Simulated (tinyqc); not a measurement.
A square-lattice strip 2 sites wide in a magnetic flux, recursive Green functions: two steps of the calculation.

The device has N = 5 slices of 2 site(s), nearest-neighbour hopping -t, and site energies U; the leads are semi-infinite continuations with site energy 0 and no flux. The hopping from slice i to i + 1 inside the device carries the phase exp(2 pi i f j) on row j = 1, 2, ...: V = <i+1|H|i> = -t diag(exp(2 pi i f j)).

Parameters, values chosen for the exercise:
- t = 1 eV (hopping (matrix element -t))
- U = [1.17, 0.25, 1.25, -0.09, 0.88, 0.04, -0.01, 0.72, -0.89, 0.58] eV (site energies, slice by slice (2 a slice))
- E = 2.49 eV (energy)

Problem 1. Self-energy of the leads. Transverse modes n = 1..2: chi_n(j) = sqrt(2/3) sin(pi n j/3), energy e_n = -2 t cos(pi n/3). Sigma = t^2 sum_n chi_n chi_n^T g(E - e_n), g(x) = (x - i sqrt(4 t^2 - x^2))/(2 t^2) for |x| < 2 t and (x - sign(x) sqrt(x^2 - 4 t^2))/(2 t^2) otherwise; Gamma = i (Sigma - Sigma^dagger); both leads give the same.

Wanted: Sigma; Gamma; open modes.

Solution 1.

Sigma (eV):
```
	1	2
1	0.52998-0.33353i	-0.21502+0.33353i
2	-0.21502+0.33353i	0.52998-0.33353i
```

Gamma (eV):
```
	1	2
1	0.66706	-0.66706
2	-0.66706	0.66706
```

open modes = 1

Problem 2. Slice 1. Forward pass: g_1 = (E - H_1 - Sigma)^(-1), g_i = (E - H_i - V g_(i-1) V^dagger)^(-1), with Sigma also subtracted on the last slice; G_(i,1) = g_i V G_(i-1,1), starting from g_1. H_i is the block of slice i: its site energies on the diagonal and -t between neighbouring rows.

Sigma (eV):
```
	1	2
1	0.52997815-0.33353223i	-0.21502185+0.33353223i
2	-0.21502185+0.33353223i	0.52997815-0.33353223i
```

Find: g_1.

Solution 2.

g_1 (1/eV):
```
	1	2
1	0.1229-1.0493i	0.2577+0.7193i
2	0.2577+0.7193i	0.1653-0.4930i
```

Program tinyqc, `OMP_NUM_THREADS=1 python tinyqc.py 2660038 2660039 out.jsonl`; Intel Xeon 2.30GHz, shared host, one thread, about 0.01 s.
